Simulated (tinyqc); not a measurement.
MOS capacitor on a p-type substrate, surface potential from the exact charge relation: one step of the calculation.

Uniform p-type substrate, Boltzmann statistics, full ionisation, classical densities. psi is the surface potential against the body (positive when the bands bend down) and u = psi/Vt. Traps are spread evenly over the gap and neutral at flat band, so their charge is -q Dit psi; the minority quasi-Fermi level is shifted by Vb.

Problem. Charges, field and capacitances at the solution. ni = sqrt(Nc Nv) exp(-Eg/(2 Vt)), Eg in volts; phiF = Vt ln(N/ni); Cox = eps0 eox/tox; Vfb = phiM - chi - (Eg - Vt ln(Nv/N)) - q Nf/Cox; Q0 = sqrt(2 eps0 eps_r q N Vt); r = (ni/N)^2 exp(-Vb/Vt); VT = Vfb + [(2 phiF + Vb)(1 + q Dit/Cox) + sqrt(2 eps0 eps_r q N (2 phiF + Vb))/Cox].

u = psi/Vt; F^2 = exp(-u) + u - 1 + r (exp(u) - u - 1); Qs = -sign(u) Q0 F; Cs = -dQs/dpsi = (Q0/Vt) |1 - exp(-u) + r (exp(u) - 1)|/(2 F). Low frequency: 1/C_LF = 1/Cox + 1/(Cs + q Dit). High frequency, in the simple estimate in which traps and minority carriers do not follow: 1/C_HF = 1/Cox + 1/Cd, Cd being Cs with r = 0 at the same psi. Minority sheet density N_inv = (Q0/(2 q)) int_0^u r (exp(t) - 1)/F(t) dt for u > 0. Oxide field |Qs - q Dit psi + q Nf|/(eps0 eox).

Inputs (values chosen for the exercise); band and dielectric values close to those of In0.53Ga0.47As: temperature T = 300 K; band gap Eg = 0.752 eV; relative permittivity eps_r = 14; conduction-band density of states at T Nc = 2.07e17 cm^-3; valence-band density of states at T Nv = 7.67e18 cm^-3; acceptor density of the substrate N = 1.1e18 cm^-3; relative permittivity of the gate insulator (close to silicon dioxide) eox = 3.9; insulator thickness tox = 13 nm; fixed charge at the interface, in units of q Nf = 2.8e10 cm^-2; density of interface traps Dit = 0 cm^-2 eV^-1; reverse bias of the inversion layer against the body Vb = 0 V.

Constants: q = 1.602176634e-19 C, kB = 1.380649e-23 J/K, Vt = kB T/q, eps0 = 8.8541878128e-14 F/cm where lengths are in cm. Results are converted to the units shown.

converged psi = -0.020657594 V

Find: Qs; N_inv; oxide field; Cs; C_LF/Cox; C_HF/Cox.

Solution.

Qs = 69.238 nC/cm^2
N_inv = 0 cm^-2
oxide field = 0.21350 MV/cm
Cs = 3.8604 uF/cm^2
C_LF/Cox = 0.93562
C_HF/Cox = 0.93562

The surface is in accumulation (borders at |psi| = 0, phiF + Vb and 2 phiF + Vb = 0.745 V).

tinyqc, about 0.01 s, one thread, Intel Xeon 2.30GHz (shared host): `OMP_NUM_THREADS=1 python tinyqc.py 2060058 2060059 out.jsonl`
